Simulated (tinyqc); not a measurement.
## MOSFET in saturation, small-signal circuit and noise: gains against frequency

Bias by the inversion coefficient IC = I/Ispec (charge-based model with velocity saturation; weak inversion below 0.1, strong above 10). Common-source circuit: gm, gds, Cgs, Cgd and Cj at the inner nodes, Rg in series with the gate; quasi-static, no source or drain resistance, no gate-body capacitance, no substrate network, no induced gate noise, so fmax is an upper estimate.

Ispec = 2 n mu Cox (W/L) Vt^2, lc = Ls/L, gms = [sqrt((lc IC + 1)^2 + 4 IC) - 1]/[2 + lc (lc IC + 1)], gm = gms Ispec/(n Vt), gds = sg gm. qs = [sqrt(1 + 4 IC) - 1]/2, Cgs = Cox W L qs (2 qs + 3)/(3 (qs + 1)^2) + Cov W, Cgd = Cov W, Cd = Cj W, Rg = Rsh (Wf/L)/(12 Nf) + Rc/W with Nf = W/Wf fingers (not rounded) contacted at both ends. fT = gm/(2 pi (Cgs + Cgd)), fmax = fT/(2 sqrt(Rg (gds + 2 pi fT Cgd))). Inner admittances at w = 2 pi f: y11 = i w (Cgs + Cgd), y12 = -i w Cgd, y21 = gm - i w Cgd, y22 = gds + i w (Cgd + Cd). Invert to Z, add Rg to Z11 and invert back to Y. |h21| = |Y21/Y11|; U = |Y21 - Y12|^2/(4 [Re Y11 Re Y22 - Re Y12 Re Y21]). MSG = |Y21/Y12|; stability factor k = [2 Re Y11 Re Y22 - Re(Y12 Y21)]/|Y12 Y21|.

Inputs (values chosen for the exercise): temperature T = 350 K; gate length L = 28 nm; total gate width W = 40 um; gate capacitance Cox = 0.78 uF/cm^2; mobility mu = 230 cm^2/(V s); slope factor n = 1.34; velocity-saturation length Ls = 15 nm; ratio gds/gm sg = 0.1; overlap and fringe capacitance per side Cov = 0.33 fF/um; drain junction capacitance Cj = 0.49 fF/um; sheet resistance of the gate Rsh = 10 ohm; finger width Wf = 1 um; gate contact and vertical resistance Rc = 100 ohm um; inversion coefficient IC = 5.8.

Constants: q = 1.602176634e-19 C, kB = 1.380649e-23 J/K, Vt = kB T/q. Results are converted to the units shown.

The same in every row: f sqrt(U) (GHz) = 275.8.

Result of one run:
```
f (GHz)  |h21| (dB)  U (dB)  MSG (dB)       k
43            7.560   16.14     7.475  0.2446
```

What becomes of these results when the signal frequency f is changed from 43 to 6.6 GHz, all else the same?

Result of the changed run:
```
f (GHz)  |h21| (dB)  U (dB)  MSG (dB)        k
6.6           23.70   32.42     15.55  0.03815
```

The whole series:
```
f (GHz)  |h21| (dB)  U (dB)  MSG (dB)         k
1             40.09   48.81     23.74  0.005783
1.9           34.51   43.24     20.95   0.01099
3.5           29.21   37.93     18.30   0.02024
6.6           23.70   32.42     15.55   0.03815
12            18.52   27.23     12.95   0.06930
23            12.89   21.58     10.14    0.1324
43            7.560   16.14     7.475    0.2446
81            2.400   10.64     4.895    0.4431
```

Over the table |h21| falls by 19.7 dB a decade, U by 20.0 and MSG by 9.87. The product f sqrt(U) stays at 276 GHz, against fmax = 276 GHz from the formula. k stays below one in all rows, so the device is only conditionally stable.

Program tinyqc, `OMP_NUM_THREADS=1 python tinyqc.py 2150106 2150107 out.jsonl`; Intel Xeon 2.30GHz, shared host, one thread, about 0.01 s.
